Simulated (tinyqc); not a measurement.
What moves the results: tunnelling through a thin dielectric with one trap, as a tight-binding chain. A value that a table varies takes the place of the one given here.

Hopping -t everywhere, t = c/(m a^2), c = hbar^2/2m0; lead sites at 2t (band bottom 0), barrier sites 1 to N at 2t + phi, and site j has U besides. No voltage. Leads give S = -t exp(ika) on sites 1 and N, cos(ka) = 1 - E/(2t). T = (2 t sin(ka))^2 |G_1N|^2, G = (E - H - S)^-1. In the barrier cosh(q a) = 1 + (phi - E)/(2t).

Resonance: the lowest eigenvalue of H + S(E), iterated until its real part equals E (40 rounds from Eb = phi + 2t - sqrt(4t^2 + U^2), the level in an endless barrier). With v the normalised squared amplitudes of that state, Gamma_L = 2 t sin(ka) v_1, Gamma_R = 2 t sin(ka) v_N; Breit-Wigner T = Gamma_L Gamma_R/((E - Er)^2 + (Gamma_L + Gamma_R)^2/4).

Constants: hbar^2/2m0 = 3.80998211 eV angstrom^2.

Parameters, chosen for this exercise (barrier and mass of the size used for Al2O3 on silicon; not measured data): a = 2 angstrom (site spacing); m = 0.3 m0 (mass, the same in leads and barrier); phi = 2 eV (conduction edge of the barrier above that of the leads); N = 10 (barrier sites); j = 6 (site of the trap); U = -3.31 eV (extra energy on the trap site); E = 0.83 eV (electron energy).

## Transmission around the level

Er = 1.19424 eV

widths (meV): left 12.497, right 33.979

Energies Er + x (Gamma_L + Gamma_R).

T:
```
x     E (eV)     chain  Breit-Wigner   no trap
-8.0  0.8224  0.000745       0.00306  2.43e-05
-3.0  1.0548    0.0127        0.0213  8.17e-05
-1.0  1.1478     0.133         0.157  0.000134
-0.5  1.1710     0.362         0.393  0.000152
0.0   1.1942     0.785         0.786  0.000173
0.5   1.2175     0.434         0.393  0.000197
1.0   1.2407     0.191         0.157  0.000224
3.0   1.3337    0.0371        0.0213  0.000380
8.0   1.5660    0.0133       0.00306   0.00158
```

At Er the chain gives 0.785, 4.53e+03 times the value without trap, and Breit-Wigner 0.786. In the wings the single pole gives 4.11 times the chain value at x = -8 and 0.23 times at x = 8, because the widths and the level shift change with energy.

## Where a trap does most harm

The trap is moved through the barrier. The area under the resonance, 2 pi Gamma_L Gamma_R/(Gamma_L + Gamma_R), sets the current through it.

Against position:
```
j  Er (eV)  Gamma_L (meV)  Gamma_R (meV)    peak  area (meV)
3   1.2031            273           1.87  0.0271        11.7
4   1.1983           94.8           4.74   0.181        28.4
5   1.1942           34.0           12.5   0.786        57.4
6   1.1942           12.5           34.0   0.786        57.4
7   1.1983           4.74           94.8   0.181        28.4
8   1.2031           1.87            273  0.0271        11.7
```

The area is largest at j = 5 and 6 (57.4 meV) and 4.92 times smaller at j = 3: the slower of the two steps limits the current, so traps in the middle carry most. Each site towards a lead multiplies its width by about 2.72, close to exp(2 q a) = 2.72 at Eb. Widths above about a third of phi - Er, as next to the leads here, are past the single-pole picture.

## Direct against trap-assisted paths

N odd, the trap in the middle, j = (N + 1)/2. Direct T is that without trap at the energy Er; area = 2 pi Gamma_L Gamma_R/(Gamma_L + Gamma_R). The exponents are the slopes of the logarithms between the last two rows, per angstrom.

Against thickness:
```
N   N a (angstrom)  Er (eV)  direct T  area (meV)
5             10.0   1.1818    0.0243         897
7             14.0   1.2016   0.00354         309
9             18.0   1.1961  0.000474         108
11            22.0   1.1921  6.30e-05        38.7
13            26.0   1.1903  8.45e-06        14.1
15            30.0   1.1895  1.14e-06        5.14
17            34.0   1.1893  1.53e-07        1.88
```

exponents (1/angstrom): direct 0.5007, through the trap 0.2507

The direct path falls as exp(-0.501 d) and the path through a central trap as exp(-0.251 d), 2.00 times more slowly, since each step crosses half the layer. From 5 to 17 sites the first loses 5.2 decades and the second 2.7: in thicker layers even few traps rule the leakage. Inelastic capture with phonons is left out. In the thinnest rows the resonance is as wide as its distance from the band edge, so the area is only a guide.

## What each parameter does

Resonance and log10 T at E. Each row changes one parameter from the base and keeps the others.

Results:
```
case           Er (eV)  Gamma_L (meV)  Gamma_R (meV)  log10 T
base            1.1942          12.50          33.98   -3.097
m = 0.276 m0    1.2555          17.67          44.60   -3.030
phi = 2.1 eV    1.2953          12.39          33.69   -3.471
N = 11          1.1921          12.32          12.32   -3.618
j = 5           1.1942          33.98          12.50   -3.097
U = -3.211 eV   1.2409          13.72          36.29   -3.210
```

The largest shifts from the base row, up to three for each result and ties (the steps differ in size, so this ranks the rows, not the parameters). Er (eV): phi +0.1010, m +0.0613, U +0.0467; unchanged at the printed digits by j. Gamma_L (meV): j +21.5, m +5.17, U +1.23. Gamma_R (meV): N -21.7, j -21.5, m +10.6. log10 T: N -0.520, phi -0.374, U -0.112; unchanged at the printed digits by j.

Computed by tinyqc, a small Python program: `OMP_NUM_THREADS=1 python tinyqc.py 1450612 1450613 out.jsonl` (the numbers bound the seed that draws the inputs); one thread of a shared host (Intel(R) Xeon(R) Processor @ 2.30GHz), about 0.05 s for the whole set of steps.
